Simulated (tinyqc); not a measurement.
The coupled modes against doping: free-carrier optics of a doped semiconductor (Drude model with one polar phonon).

eps(E) = ei [1 - Ep^2/(E^2 + i E Gam)] + (es - ei) wT^2/(wT^2 - E^2 - i E gT), with Ep^2 = 8 pi c (e^2/(4 pi eps0)) N/(m ei), c = hbar^2/2m0, N in 1/angstrom^3 (1e-24 per 1/cm^3); Gam = hbar/tau, tau = mu m m0/e with m0/e = 5.685630e-12 kg/C and mu in m^2/(V s). Energies in meV.

Constants: hbar^2/2m0 = 3.80998211 eV angstrom^2; e^2/(4 pi eps0) = 14.39964547 eV angstrom.

Inputs chosen for the exercise (mass and dielectric values near those of GaN; N and mu are free inputs; interband absorption and the rise of the mass with filling are left out; the results hold for these values, not for the real material): m = 0.2 m0 (conductivity mass); ei = 5.26 (high-frequency dielectric constant); wT = 70.3 meV (TO phonon); es = 9.38 (static dielectric constant).

L-, L+ solve E^4 - (wL^2 + Ep^2) E^2 + Ep^2 wT^2 = 0, wL = wT sqrt(es/ei); damping left out; energies in meV.

Modes:
```
N (1/cm^3)      Ep     L-      L+  Ep sqrt(ei/es)
2.0e+17      16.19  12.04   94.50           12.12
7.0e+17      30.29  22.15   96.12           22.68
2.0e+18      51.20  35.71  100.79           38.34
4.0e+18      72.41  46.71  108.97           54.22
7.0e+18      95.79  55.06  122.30           71.73
1.0e+19     114.49  59.33  135.64           85.73
7.0e+19     302.90  68.79  309.56          226.82
2.0e+20     511.99  69.78  515.83          383.40
```

Give the missing row, N (1/cm^3) = 3.0e+19.

Computed row:
```
N (1/cm^3)      Ep     L-      L+  Ep sqrt(ei/es)
3.0e+19     198.29  66.70  209.01          148.49
```

wL = 93.88 meV

At low density L- follows Ep sqrt(ei/es) (12.04 against 12.12), a plasmon screened by the lattice, and L+ starts at wL. At the highest density L- has come within 0.52 meV of wT, since the carriers screen the field that lifts wL, and L+ is within 3.84 meV of Ep. The branches are closest, 62.25 meV, at 4e+18 1/cm^3 of those listed. The mass is held fixed, while in a real band it rises with filling.

(tinyqc, `OMP_NUM_THREADS=1 python tinyqc.py 1650862 1650863 out.jsonl`, Intel(R) Xeon(R) Processor @ 2.30GHz, 1 thread, shared host, about 0.01 s.)
